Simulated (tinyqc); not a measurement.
Size effects in the resistivity of thin metal films and interconnect lines: one step, computed by the program tinyqc. Command: `OMP_NUM_THREADS=1 python tinyqc.py 3024179 3024180 out.jsonl size walk`. One thread of a shared host (Intel(R) Xeon(R) Processor @ 2.30GHz), about 0.01 s of CPU time with the checks.

Electrons lose their drift at surfaces (a share 1 - p of the hits) and at grain boundaries (reflection R), besides bulk scattering.

Question. Grain boundaries. Mayadas-Shatzkes: alpha = (lambda/D) R/(1 - R); rho_b/rho = 1 - 3 alpha/2 + 3 alpha^2 - 3 alpha^3 ln(1 + 1/alpha).

Inputs (values chosen for the exercise, modelled on ruthenium): bulk mean free path lambda = 6.93 nm; grain-boundary reflection R = 0.55.

Geometry: film.

grain size D = 11.96 nm

Give: alpha; rho/rho_b from grains.

Answer.

alpha = 0.70819

rho/rho_b from grains = 1.9836

The linear estimate 1 + 3 alpha/2 gives 2.062, 4 % high; at large alpha the slope is 4/3.
